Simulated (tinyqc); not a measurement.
Memristor with linear dopant drift: one step of the calculation.

A film of thickness D has a doped share x: R = Ron x + Roff (1 - x), i = v/R, dx/dt = k i F with k = mv Ron/D^2 and F = 1 (no window). The drive is v = V0 sin(2 pi f t). The model has no threshold and no heating.

Task. Rate constant, charge and flux scales. k = mv Ron/D^2; R0 = R(x0); without a window the film fills (x = 1) after the charge (1 - x0)/k and the flux (R0^2 - Ron^2)/(2 k (Roff - Ron)); half a period supplies the flux V0/(pi f).

Inputs (values chosen for the exercise): resistance of the fully doped film Ron = 500 ohm; resistance of the undoped film Roff = 40000 ohm; film thickness D = 10 nm; dopant mobility mv = 1.3e-14 m^2/(V s); doped share at t = 0 x0 = 0.22; amplitude V0 = 0.7 V; frequency f = 2.9 Hz.

Give: k; R0; charge to fill; flux to fill; flux of half a period.

Result.

k = 65000 1/C
R0 = 31310 ohm
charge to fill = 12.000 uC
flux to fill = 0.19086 V s
flux of half a period = 0.076833 V s

Half a period supplies 40.3 % of the flux to fill.

Numbers from tinyqc (`OMP_NUM_THREADS=1 python tinyqc.py 2880038 2880039 out.jsonl`; about 0.1 s on one thread of a shared Intel Xeon 2.30GHz).
